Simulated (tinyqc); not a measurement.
Velocity overshoot from momentum and energy balance equations after a field step. Changing the field after the step F. Computed by tinyqc, a small Python program. Command: `OMP_NUM_THREADS=1 python tinyqc.py 3018978 3018979 out.jsonl overshoot sweep`. One thread of a shared host (Intel(R) Xeon(R) Processor @ 2.30GHz), about 0.03 s of CPU time with the checks.

At t = 0 the field jumps from 0 to F in a uniform sample. v is the drift velocity and u = w - (3/2) k_B T the excess energy per carrier.

Inputs (values chosen for the exercise, modelled on electrons in silicon except for tau_E):
```
quantity                      value        unit
effective mass m               0.25         m_0
low-field mobility mu_0        1400  cm^2/(V s)
saturation velocity v_s           1    1e7 cm/s
energy relaxation time tau_E    0.5          ps
lattice temperature T           300           K
time step dt                    3.7          fs
```

Scheme: explicit Euler.

Constants: m_0 = 9.1093837015e-31 kg; e = 1.602176634e-19 C; k_B = 8.617333262e-05 eV/K.

Method:
- dv/dt = e F/m - v/tau_m(u), du/dt = e F v - u/tau_E, tau_m(u) = tau_0/(1 + c u), tau_0 = m mu_0/e, c = mu_0/(e tau_E v_s^2); this choice gives the steady state v (1 + mu_0 F v/v_s^2) = mu_0 F, which saturates at v_s. Steady velocity v = 2 mu_0 F/(1 + sqrt(1 + 4 (mu_0 F/v_s)^2)); u = e F v tau_E; carrier temperature T + 2u/(3 k_B), neglecting the drift energy m v^2/2.
- Step: v_new = v + dt (e F/m - v/tau_m(u)), u_new = u + dt (e F v - u/tau_E). Start v = u = 0; the distance adds dt (v + v_new)/2.
- Run to 8 times the larger of tau_E and tau_0, but at most 20001 steps, and stop early if |v| > 1000 v_s or u < -1/(2c); the run is accepted if the last v is within 0.5 % of the steady value.

One run for each value; columns: (1) field after the step F (kV/cm); (2) peak over steady velocity; (3) peak velocity (1e7 cm/s); (4) steady velocity (1e7 cm/s); (5) time of the peak (fs); (6) distance at the peak (nm):
```
(1)      (2)     (3)      (4)    (5)     (6)
1.7   1.0103  0.2282  0.22586  995.3  18.693
2.4   1.0252  0.3125  0.30479  821.4  20.523
3.5   1.0600  0.4328  0.40831  654.9  21.909
5.0   1.1204  0.5766  0.51462  525.4  22.717
7.3   1.2222  0.7627  0.62403  410.7  22.764
11.0  1.3819  1.0043  0.72671  310.8  21.950
15.0  1.5382  1.2150  0.78986  251.6  21.039
22.0  1.7743  1.5095  0.85075  196.1  20.026
32.0  2.0534  1.8370  0.89460  151.7  18.487
```

Describe and explain the trends.

Over the rows, peak over steady velocity rises from 1.01 to 2.05 (exponent d ln y / d ln x 0.043 between the first rows and 0.39 between the last); peak velocity (1e7 cm/s) rises from 0.228 to 1.84 (exponent d ln y / d ln x 0.91 between the first rows and 0.52 between the last); steady velocity (1e7 cm/s) rises from 0.226 to 0.895 (exponent d ln y / d ln x 0.87 between the first rows and 0.13 between the last). Overshoot passes 10 % between 3.50 and 5.00 kV/cm; the knee field v_s/mu_0 is 7.14 kV/cm.

Extremes, crossings and ranges named in words are read from the listed rows.
